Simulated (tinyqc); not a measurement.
What each parameter does: band gaps under pressure and temperature from deformation potentials.

Murnaghan: V/V0 = (1 + Bp P/B0)^(-1/Bp), B0 = (C11 + 2 C12)/3. Each gap moves by a ln(V/V0) with its volume potential a, and falls with temperature by aV T^2/(T + bV) (Varshni); the two effects are added. No change of phase is considered.

Values chosen for the exercise (near those of InAs, the X and L potentials typical of such crystals; shifted at random, so the results belong to these values and not to a real crystal):
```
symbol  value                  unit   meaning
Eg      0.419                  eV     gap at Gamma to the s-like level at 0 K, 0 GPa
EgX     1.449                  eV     gap to X at 0 K, 0 GPa
EgL     1.153                  eV     gap to L at 0 K, 0 GPa
C11     83.3                   GPa
C12     45                     GPa
Bp      4.46                          pressure derivative of the bulk modulus
aG      -6.02                  eV     volume potential of the Gamma gap
aX      1.41                   eV     volume potential of the X gap
aL      -4.42                  eV     volume potential of the L gap
aV      (0.286, 0.267, 0.286)  meV/K  Varshni alpha of Gamma, X, L
bV      (91, 91, 90)           K      Varshni beta of Gamma, X, L
P       3.6                    GPa    pressure
T       500                    K      temperature
```

Gaps at P and T.

One parameter was then changed.

Results before and after:
```
case     Gamma (eV)  X (eV)  L (eV)
base         0.6291  1.2585  1.2749
changed      0.5960  1.2585  1.2749
```

Which of these changes was made? (a) aG = -5.418 eV; (b) Bp = 4.906; (c) aX = 1.551 eV; (d) P = 3.96 GPa; (e) C11 = 74.97 GPa; (f) aL = -3.978 eV; (g) T = 550 K; (h) C12 = 40.5 GPa.

Answer: (a) aG = -5.418 eV. Of the candidates, run in turn, only this one gives the changed row.

All candidates:
```
case             Gamma (eV)  X (eV)  L (eV)
base                 0.6291  1.2585  1.2749
T = 550 K            0.6151  1.2455  1.2609
C11 = 74.97 GPa      0.6438  1.2551  1.2857
C12 = 40.5 GPa       0.6450  1.2548  1.2866
Bp = 4.906           0.6254  1.2594  1.2722
aG = -5.418 eV       0.5960  1.2585  1.2749
aX = 1.551 eV        0.6291  1.2508  1.2749
aL = -3.978 eV       0.6291  1.2585  1.2506
P = 3.96 GPa         0.6581  1.2517  1.2962
```

Computed by tinyqc, a small Python program: `OMP_NUM_THREADS=1 python tinyqc.py 1050956 1050957 out.jsonl` (the numbers bound the seed that draws the inputs); one thread of a shared host (Intel(R) Xeon(R) Processor @ 2.30GHz), about 0.01 s for the whole set of steps.
